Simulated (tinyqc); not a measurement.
## Long-channel MOSFET, surface-potential model: effect of the temperature

n-channel transistor on a uniformly doped p-type body, gradual-channel approximation, constant mobility, Boltzmann statistics, full ionisation. Potentials are counted from the neutral body; V is the electron quasi-Fermi potential, Vsb at the source and Vsb + Vds at the drain. Charges are magnitudes per area.

Nc and Nv are given at 325 K and scale as (T/325 K)^1.5; Eg, Vfb and mu are held fixed. ni = sqrt(Nc Nv) exp(-Eg/(2 Vt)), Eg in volts; phiF = Vt ln(Na/ni); Cox = eps0 eox/tox; gamma = sqrt(2 q eps0 eps_r Na)/Cox. The surface potential psi at channel potential V solves Vgs + Vsb - Vfb - psi = gamma sqrt(G), G = psi - Vt + Vt exp((psi - 2 phiF - V)/Vt). Charge sheet: Qi = Cox gamma [sqrt(G) - sqrt(psi - Vt)]; I = mu (W/L) [integral of Qi dpsi from psi_0 to psi_L (drift) + Vt (Qi0 - QiL) (diffusion)], with psi_0 at V = Vsb and psi_L at V = Vsb + Vds. VT = Vfb + 2 phiF + gamma sqrt(2 phiF + Vsb), m = 1 + gamma/(2 sqrt(2 phiF + Vsb)). The swing is 20 mV/log10[I(VT - 0.14 V)/I(VT - 0.16 V)] of the charge-sheet current at the given Vds.

Values chosen for this exercise; material values those of a made-up semiconductor:
- Eg = 1 eV (band gap)
- eps_r = 9.62 (relative permittivity of the semiconductor)
- Nc = 2.41e19 cm^-3 (conduction-band density of states at the reference temperature)
- Nv = 2.71e19 cm^-3 (valence-band density of states at the reference temperature)
- Na = 3.2e17 cm^-3 (acceptor density of the body)
- eox = 4.06 (relative permittivity of the gate insulator)
- tox = 4.4 nm (insulator thickness)
- Vfb = -0.64 V (flat-band voltage)
- mu = 500 cm^2/(V s) (channel mobility)
- W = 1 um (gate width)
- L = 5 um (gate length)
- Vsb = 2 V (source-body reverse bias)
- Vgs = 1.6 V (gate-source voltage)
- Vds = 2 V (drain-source voltage)

Constants: q = 1.602176634e-19 C, kB = 1.380649e-23 J/K, Vt = kB T/q, eps0 = 8.8541878128e-14 F/cm where lengths are in cm. Results are converted to the units shown.

The same in every row: gamma (V^0.5) = 0.3617.

Results:

| T (K) | VT (V) | m | swing (mV/decade) | I at Vgs, Vds (uA) |
|---|---|---|---|---|
| 220 | 0.8274 | 1.107 | 48.63 | 16.40 |
| 250 | 0.7966 | 1.108 | 55.32 | 17.32 |
| 280 | 0.7646 | 1.108 | 62.04 | 18.33 |
| 310 | 0.7318 | 1.109 | 68.77 | 19.42 |
| 370 | 0.6636 | 1.110 | 82.33 | 21.83 |
| 400 | 0.6284 | 1.111 | 89.15 | 23.16 |

Estimate the missing row, T = 340 K.

Computed row:

| T (K) | VT (V) | m | swing (mV/decade) | I at Vgs, Vds (uA) |
|---|---|---|---|---|
| 340 | 0.6981 | 1.109 | 75.54 | 20.59 |

With this row back in the table: As T goes from 220 to 400 K, VT falls from 0.827 to 0.628 V, the swing rises from 48.6 to 89.1 mV a decade and the current rises from 16.4 to 23.2 uA. The swing is 0.63 % above m Vt ln 10 in the first row and 1.1 % above it in the last. In every row the surface electron density at the source passes 0.3 Nc, where degeneracy and quantisation, left out here, matter. In every row the mobility is held fixed, though a real channel mobility changes with T and would alter the trend of the current.

Computed by the program tinyqc: `OMP_NUM_THREADS=1 python tinyqc.py 2360053 2360054 out.jsonl`, one thread of a shared Intel Xeon 2.30GHz, about 0.03 s for the whole run.
